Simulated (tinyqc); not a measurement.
# Changing the fraction x of B

Model: cluster expansion of a binary alloy: correlations, fit, cross-validation and ground states. Computed by tinyqc, a small Python program. Command: `OMP_NUM_THREADS=1 python tinyqc.py 3025526 3025527 out.jsonl clex sweep`. One thread of a shared host (Intel(R) Xeon(R) Processor @ 2.30GHz), about 0.2 s of CPU time with the checks.

s = +1 for A and -1 for B. Energy per site E = J0 + J1 P(point) + sum over clusters of m V P, with P the mean product of spins; V > 0 on a pair favours unlike neighbours. Clusters per site m: pair 1 6, pair 2 3, pair 3 12, triplet 8; the triplet is the triangle of first neighbours. Formation energies are counted from the line between pure A and pure B, which removes J0 and J1.

Inputs (values chosen for the exercise, for a model alloy):

| quantity | value | unit |
|---|---|---|
| first-pair interaction V1 | -5.23 | meV |
| second-pair interaction V2 | 3.1 | meV |
| third-pair interaction V3 | 0.26 | meV |
| triplet interaction Vt | 0.26 | meV |
| temperature T | 540 | K |

Lattice: fcc.

Constants: k_B = 8.617333262e-05 eV/K.

Method. Random alloy: P(pair) = p^2, P(triplet) = p^3, p = 1 - 2x, so H_mix = (p^2 - 1) sum m V(pairs) + (p^3 - p) m Vt; G_mix = H_mix + k_B T [x ln x + (1 - x) ln(1 - x)]. To first order in 1/T the Warren-Cowley parameter of shell 1 is alpha_1 = -(1 - p^2) V_eff/(k_B T), V_eff = V1 + (number of triplets on a first-neighbour bond) p Vt, that number being 4.

One run for each value:

| fraction x of B | mixing enthalpy H_mix (meV/site) | mixing free energy G_mix (meV/site) | alpha_1 |
|---|---|---|---|
| 0.05 | 3.24672 | -5.991 | 0.01753 |
| 0.15 | 8.92704 | -10.743 | 0.04934 |
| 0.25 | 13.44000 | -12.727 | 0.07591 |
| 0.35 | 16.68576 | -13.442 | 0.09618 |
| 0.45 | 18.56448 | -13.457 | 0.10906 |
| 0.55 | 18.97632 | -13.045 | 0.11348 |
| 0.65 | 17.82144 | -12.307 | 0.10838 |
| 0.75 | 15.00000 | -11.167 | 0.09267 |
| 0.85 | 10.41216 | -9.258 | 0.06530 |
| 0.95 | 3.95808 | -5.280 | 0.02518 |

Describe and explain the trends.

Over the rows, mixing enthalpy H_mix (meV/site) goes from 3.25 through a maximum among these rows, 19.0 at 0.550, to 3.96; mixing free energy G_mix (meV/site) goes from -5.99 through a minimum among these rows, -13.5 at 0.450, to -5.28; alpha_1 goes from 0.0175 through a maximum among these rows, 0.113 at 0.550, to 0.0252. Pairs alone give a parabola symmetric about x = 1/2; the triplet tilts it, and H_mix(0.25) - H_mix(0.75) = -1.56 meV.

Extremes, crossings and ranges named in words are read from the listed rows.
